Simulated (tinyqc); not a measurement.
Holstein polaron on two sites: one step, computed by the program tinyqc.

One electron on sites 1 and 2: H = -t (c1+ c2 + c2+ c1) + hbar omega sum_i b_i+ b_i - g hbar omega sum_i n_i (b_i + b_i+). The symmetric phonon shifts the energy by -g^2 hbar omega/2 and drops out; with b = (b_1 - b_2)/sqrt(2) there remains H = -t sigma_x + hbar omega b+ b - (g hbar omega/sqrt(2)) sigma_z (b + b+). Parity splits it into blocks p = +1 and -1 over phonon numbers n. Zero-point energies are left out. Weights Z refer to mode b alone; the displaced symmetric mode multiplies the full zero-phonon weight by exp(-g^2/2).

Problem. Levels in the small basis. Diagonalise H; the eigenvector has its largest component positive; Z is the weight of n = 0.

H, even block (meV):
$$\begin{pmatrix}
-12.3144 & -15.7642 & 0.0000 & 0.0000 & 0.0000 \\
-15.7642 & 27.8856 & -22.2940 & 0.0000 & 0.0000 \\
0.0000 & -22.2940 & 50.4856 & -27.3045 & 0.0000 \\
0.0000 & 0.0000 & -27.3045 & 90.6856 & -31.5285 \\
0.0000 & 0.0000 & 0.0000 & -31.5285 & 113.2856
\end{pmatrix}$$

Give: levels; lowest eigenvector; Z in the small basis.

Solution.

levels (meV): [-18.8, 15.6, 49.5, 85.0, 138.7]

lowest eigenvector: [0.9167, 0.3743, 0.1348, 0.0361, 0.0086]

Z in the small basis = 0.8404
